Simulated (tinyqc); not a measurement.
Inside a calculation. Method: sp3 tight binding, zinc-blende lattice. One step of it, computed by the program tinyqc.

Problem. Bloch Hamiltonian at k. Slater-Koster rules over the four bonds with direction cosines (l, m, n): ss V_ss; s-px l V_sp; px-s -l V_sp; px-px l^2 V_pps + (1 - l^2) V_ppp; px-py l m (V_pps - V_ppp); each times exp(i k.d).

Parameters chosen for this model: zinc-blende lattice, anion at 0, cation at a/4 (1,1,1); V = eta hbar^2 / (m d^2), hbar^2/m = 7.619964 eV angstrom^2:
```
parameter          value      unit
a               6.570000  angstrom
d               2.844893  angstrom
Es anion      -13.760000        eV
Ep anion       -5.670000        eV
Es cation     -13.760000        eV
Ep cation      -5.670000        eV
eta ss         -1.320000
eta sp          1.420000
eta pp sigma    2.220000
eta pp pi      -0.630000
V ss           -1.242782        eV
V sp            1.336932        eV
V pp sigma      2.090133        eV
V pp pi        -0.593146        eV
```

k point k (2 pi / a): [-0.130000, 0.000000, 0.070000]

Give: H(k) at k.

Solution.

H(k) at k (eV), order a s, a px, a py, a pz, c s, c px, c py, c pz:
$$\begin{pmatrix}
-13.760 & 0.000 & 0.000 & 0.000 & -4.838 & 0.000-0.622i & 0.069 & 0.000+0.332i \\
0.000 & -5.670 & 0.000 & 0.000 & 0.000+0.622i & 1.173 & 0.000+0.384i & 0.080 \\
0.000 & 0.000 & -5.670 & 0.000 & -0.069 & 0.000+0.384i & 1.173 & 0.000-0.721i \\
0.000 & 0.000 & 0.000 & -5.670 & 0.000-0.332i & 0.080 & 0.000-0.721i & 1.173 \\
-4.838 & 0.000-0.622i & -0.069 & 0.000+0.332i & -13.760 & 0.000 & 0.000 & 0.000 \\
0.000+0.622i & 1.173 & 0.000-0.384i & 0.080 & 0.000 & -5.670 & 0.000 & 0.000 \\
0.069 & 0.000-0.384i & 1.173 & 0.000+0.721i & 0.000 & 0.000 & -5.670 & 0.000 \\
0.000-0.332i & 0.080 & 0.000+0.721i & 1.173 & 0.000 & 0.000 & 0.000 & -5.670
\end{pmatrix}$$
